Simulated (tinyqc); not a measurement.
Inside a calculation: gated graphene: carriers, quantum capacitance and optical conductivity. Values are carried at full precision from step to step, so a last printed digit may differ when a step is redone from the rounded ones.

Cones E = +/- hv |k|, four flavours, D(E) = 2|E|/(pi hv^2). n = (2/pi)(kT/hv)^2 F_1(mu/kT), p = (2/pi)(kT/hv)^2 F_1(-mu/kT), in 1/angstrom^2 (1e16 for 1/cm^2); F_1(eta) = integral_0^infinity x dx/(1 + exp(x - eta)). Cq/e^2 = d(n - p)/d mu = (2 kT/(pi hv^2)) ln(2 + 2 cosh(mu/kT)).

Gate: V = mu/e + e (n - p)/Cox with Cox/e^2 = k/(4 pi e2 t), t in angstrom, e2 = e^2/(4 pi eps0); 1/(eV angstrom^2) in C/e^2 equals 1602.176634 microfarad/cm^2; total 1/C = 1/Cox + 1/Cq.

Constants: kB = 8.617333262e-05 eV/K; e^2/(4 pi eps0) = 14.39964547 eV angstrom; fine-structure constant alpha = 0.007297352564.

Values chosen for the exercise (Fermi velocity near that of graphene, gate dielectric near SiO2; not measured data):
```
symbol  value  unit         meaning
hv      6.21   eV angstrom  hbar vF
T       150    K
k       4.04                dielectric constant of the gate layer
t       10     nm           its thickness
V       -2.06  V            gate voltage from the neutrality point
E       0.851  eV           photon energy
Gm      20     meV          intraband damping
```

## Chemical potential at the gate voltage

Solve the gate equation for mu.

Cox = 0.3577 microfarad/cm^2
mu = -0.2218 eV
n = 978 1/cm^2
p = 4.10e+12 1/cm^2

mu takes 10.8 % of the gate voltage; the zero-temperature rule |mu| = hv sqrt(pi |n - p|) gives 0.2230 eV.

## Quantum capacitance

1/(eV angstrom^2) in C/e^2 equals 1602.176634 microfarad/cm^2; 1/C = 1/Cox + 1/Cq.

Cq = 5.865 microfarad/cm^2
C = 0.3371 microfarad/cm^2
Cq at mu = 0 = 0.4739 microfarad/cm^2

C is 0.943 of Cox.

## Optical conductivity at one energy

Conductivity over sigma0 = e^2/(4 hbar): interband Re = sinh(E/2kT)/(cosh(mu/kT) + cosh(E/2kT)); intraband Re = (8 kT/pi) ln(2 cosh(mu/2kT)) Gm/(E^2 + Gm^2). A free sheet absorbs about pi alpha_f Re(sigma/sigma0), alpha_f the fine-structure constant (alpha among the constants).

Evaluate both parts and the absorption.

interband = 1.0000
intraband = 0.0078
absorption = 2.310 %

E is above 2|mu| = 0.4435 eV; at this temperature interband transitions are mostly open; the universal value is pi alpha_f = 2.293 %.

## Checks

- Cq/e^2 against the finite difference of n - p (1/(eV angstrom^2)): both 0.003661.

Computed by tinyqc, a small Python program: `OMP_NUM_THREADS=1 python tinyqc.py 1680382 1680383 out.jsonl` (the numbers bound the seed that draws the inputs); one thread of a shared host (Intel(R) Xeon(R) Processor @ 2.30GHz), about 0.01 s for the whole set of steps.
